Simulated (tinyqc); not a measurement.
Double-gate transistor, scale length and short-channel effects: one step of the calculation.

A body of thickness ts between two insulators of thickness ti and two tied gates. Below threshold the potential that source and drain add obeys Laplace's equation and vanishes on the gate. Its lowest mode decays along the channel as exp(-k y); k is the smallest positive root of the matching condition at the interface, and the scale length is Lambda = pi/k.

Task. Scale length against simple estimates. Lambda = pi/k and l = 1/k. A parabolic potential across the structure gives l(parabolic) = sqrt((eps_r/(2 ei)) ts ti (1 + ei ts/(4 eps_r ti))).

Parameters, values chosen for the exercise; permittivities: semiconductor close to that of silicon, insulator close to that of silicon dioxide: relative permittivity of the semiconductor eps_r = 11.9; relative permittivity of the insulator ei = 3.82; insulator thickness ti = 1.7 nm; body thickness ts = 12.9 nm.

k = 0.14206289 1/nm

Give: Lambda; l; l(parabolic).

Result.

Lambda = 22.114 nm
l = 7.0391 nm
l(parabolic) = 7.4134 nm

Numbers from tinyqc (`OMP_NUM_THREADS=1 python tinyqc.py 2420134 2420135 out.jsonl`; about 0.01 s on one thread of a shared Intel Xeon 2.30GHz).
